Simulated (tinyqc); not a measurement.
Inside a calculation. Model: octagonal on-chip spiral inductor, lumped pi model.

Computed by the program tinyqc: `OMP_NUM_THREADS=1 python tinyqc.py 2302222 2302223 out.jsonl`, one thread of a shared Intel Xeon 2.30GHz, about 0.01 s for the whole run. Printed values are rounded.

Outer diameter do = di + 2 n wd + 2 (n - 1) sp, mean da = (do + di)/2, fill p = (do - di)/(do + di), length l = 3.314 n da. L = 2.25 mu0 n^2 da/(1 + 3.55 p), mu0 = 4 pi 1e-7 H/m. Rs = rho l/(wd delta (1 - exp(-th/delta))), delta = sqrt(rho/(pi f mu0)). Cs = n wd^2 eps0 eo/hu across the coil. At each end Cox = l wd eps0 eo/(2 ho) leads to the substrate branch Rsi = 2 rs he/(l wd) in parallel with Csi = l wd eps0 11.7/(2 he). With one end grounded Y = 1/(Rs + i w L) + i w Cs + 1/[1/(i w Cox) + 1/(1/Rsi + i w Csi)], w = 2 pi f; Q = -Im Y/Re Y. Eddy currents in neighbouring turns and in the substrate are left out.

Parameters, values chosen for the exercise; values of the order met in silicon radio-frequency processes:
```
symbol,value,unit,meaning
n,3.5,,number of turns
wd,20,um,line width
sp,3,um,space between turns
di,100,um,inner diameter
th,3,um,metal thickness
rho,2.2,uohm cm,metal resistivity
ho,6.7,um,oxide below the coil
hu,1.4,um,oxide between coil and underpass
eo,3.9,,relative permittivity of the oxide
rs,20,ohm cm,substrate resistivity
he,80,um,effective spreading depth in the substrate
f,2.6,GHz,frequency
```

Constants: eps0 = 8.8541878128e-12 F/m. Results are converted to the units shown.

## Geometry and model elements

do, l, L, delta, Rs, Cs, Cox, Rsi and Csi as defined.

do = 255 um
l = 2058.82 um
L = 2.41094 nH
delta = 1.46401 um
Rs = 1.77570 ohm
Cs = 34.5313 fF
Cox = 106.110 fF
Rsi = 777.143 ohm
Csi = 26.6602 fF

Rs is 2.35 times the direct-current value in this empirical form, which overstates the skin effect of a flat slab when delta is near th and so stands in for some current crowding.

## Admittance, quality factor and apparent inductance

Series branch 1/(Rs + i w L), substrate branch, total Y, Q = -Im Y/Re Y, apparent inductance Im(1/Y)/w, metal-only value w L/Rs, share of the loss in the substrate Re(substrate branch)/Re Y.

series branch = 1.1424-25.3383i mS
substrate branch = 0.607922+0.708730i mS
Y = 1.7503-24.0655i mS
Q = 13.7494
apparent inductance = 2.53023 nH
w L/Rs = 22.1804
share of the loss in the substrate = 34.7325 %

Q is 62.0 % of the metal-only value.
